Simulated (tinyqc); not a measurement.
Octagonal on-chip spiral inductor, lumped pi model: one step of the calculation.

Outer diameter do = di + 2 n wd + 2 (n - 1) sp, mean da = (do + di)/2, fill p = (do - di)/(do + di), length l = 3.314 n da. L = 2.25 mu0 n^2 da/(1 + 3.55 p), mu0 = 4 pi 1e-7 H/m. Rs = rho l/(wd delta (1 - exp(-th/delta))), delta = sqrt(rho/(pi f mu0)). Cs = n wd^2 eps0 eo/hu across the coil. At each end Cox = l wd eps0 eo/(2 ho) leads to the substrate branch Rsi = 2 rs he/(l wd) in parallel with Csi = l wd eps0 11.7/(2 he). With one end grounded Y = 1/(Rs + i w L) + i w Cs + 1/[1/(i w Cox) + 1/(1/Rsi + i w Csi)], w = 2 pi f; Q = -Im Y/Re Y. Eddy currents in neighbouring turns and in the substrate are left out.

Task. Admittance, quality factor and apparent inductance. Series branch 1/(Rs + i w L), substrate branch, total Y, Q = -Im Y/Re Y, apparent inductance Im(1/Y)/w, metal-only value w L/Rs, share of the loss in the substrate Re(substrate branch)/Re Y.

Parameters, values chosen for the exercise: frequency f = 2.6 GHz.

L = 2.4109414 nH
Rs = 1.7757026 ohm
Cs = 34.531332 fF
Cox = 106.11027 fF
Rsi = 777.14325 ohm
Csi = 26.660207 fF

Wanted: series branch; substrate branch; Y; Q; apparent inductance; w L/Rs; share of the loss in the substrate.

Result.

series branch = 1.142-25.338i mS
substrate branch = 0.60792+0.70873i mS
Y = 1.750-24.066i mS
Q = 13.749
apparent inductance = 2.5302 nH
w L/Rs = 22.180
share of the loss in the substrate = 34.733 %

Q is 62.0 % of the metal-only value.

Computed by the program tinyqc: `OMP_NUM_THREADS=1 python tinyqc.py 2302222 2302223 out.jsonl`, one thread of a shared Intel Xeon 2.30GHz, about 0.01 s for the whole run.
